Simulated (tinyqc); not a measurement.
Area and perimeter leakage from two diodes.

Inverse problem. A square diode and a finger diode leak I = JA area + JP perimeter. Find JA, JP and the side of the square at which both parts are equal.

areas (um^2): 10000  106000
perimeters (um): 400  42930
leakage currents (pA): 4.396  75.228200

Solution. Two linear equations give JA and JP; for a square of side a, JA a^2 = 4 JP a at a = 4 JP/JA.

JA = 4.100e-8 A/cm^2
JP = 7.400e-12 A/cm
side for equal parts = 7.220 um

tinyqc, about 0.01 s, one thread, Intel Xeon 2.30GHz (shared host): `OMP_NUM_THREADS=1 python tinyqc.py 2290082 2290083 out.jsonl`
